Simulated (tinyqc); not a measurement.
On-chip interconnect, size-dependent resistivity and RC delay: one step of the calculation.

A rectangular line between two neighbours and two ground planes. Surface and grain-boundary scattering are added to the bulk resistivity as corrections; capacitances are parallel-plate values without fringing; inductance is ignored.

Problem. Ladder and Elmore delays. 5 equal pi sections: series Rs = r Lw/5; node capacitances c Lw/5, halved at nodes 0 and 5, with Cl added to node 5; Rd feeds node 0. Elmore delay of node k: the sum, over the resistors on the path to k, of resistance times all capacitance downstream of it.

Parameters, values chosen for the exercise; metal values close to those of copper:
```
symbol  value  unit            meaning
Lw        180    um        line length
Rd        410   ohm  driver resistance
Cl       0.11    fF   load capacitance
```

r = 25.854042 ohm/um
c = 0.087563701 fF/um

Wanted: Rs; C; Elmore delay.

Solution.

Rs = 930.75 ohm

```
node  C (fF)  Elmore delay (ps)
0     1.5761             6.5073
1     3.1523             19.813
2     3.1523             30.184
3     3.1523             37.621
4     3.1523             42.125
5     1.6861             43.694
```

The far-end value equals Rd (c Lw + Cl) + r Lw (c Lw/2 + Cl) for any number of pi sections; the line resistance contributes 85.1 % of it.

Range of the model: The metal width is under the mean free path, where the thick-limit surface term and the simple sum of corrections lose accuracy.

Numbers from tinyqc (`OMP_NUM_THREADS=1 python tinyqc.py 2100083 2100084 out.jsonl`; about 0.01 s on one thread of a shared Intel Xeon 2.30GHz).
